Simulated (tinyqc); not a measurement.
Two-mode optical phonons of a ternary alloy from two coupled oscillators: one step, computed by the program tinyqc. Command: `OMP_NUM_THREADS=1 python tinyqc.py 3019210 3019211 out.jsonl twomode walk`. One thread of a shared host (Intel(R) Xeon(R) Processor @ 2.30GHz), about 0.01 s of CPU time with the checks.

An alloy A(x)B(1-x)C has an A-C and a B-C bond oscillator. Each TO frequency moves linearly from the impurity mode (dilute end) to the TO of the pure crystal; each strength is proportional to the number of bonds.

Problem. The two oscillators. omega_1 = (impurity mode of A) + x (omega_TO,AC - impurity mode of A); omega_2 = (impurity mode of B) + (1 - x)(omega_TO,BC - impurity mode of B); eps_inf = x eps_AC + (1 - x) eps_BC; strengths W_1 = x eps_AC (omega_LO,AC^2 - omega_TO,AC^2), W_2 = (1 - x) eps_BC (omega_LO,BC^2 - omega_TO,BC^2).

Inputs (values chosen for the exercise, modelled on Al(x)Ga(1-x)As, with A-C the AlAs-like and B-C the GaAs-like bond):

| quantity | value | unit |
|---|---|---|
| omega_TO of pure AC | 361.6 | 1/cm |
| omega_LO of pure AC | 398.7 | 1/cm |
| omega_TO of pure BC | 268.5 | 1/cm |
| omega_LO of pure BC | 289.3 | 1/cm |
| eps_inf of AC | 8.44 | - |
| eps_inf of BC | 11.2 | - |
| impurity mode of A in BC | 354.9 | 1/cm |
| impurity mode of B in AC | 252.3 | 1/cm |
| fraction x of A | 0.097 | - |

Give: omega_1 (A-C, TO); omega_2 (B-C, TO); eps_inf; W_1; W_2.

Solution.

omega_1 (A-C, TO) = 355.5499 1/cm

omega_2 (B-C, TO) = 266.9286 1/cm

eps_inf = 10.93228

W_1 = 23093 1/cm^2

W_2 = 1.173e+05 1/cm^2
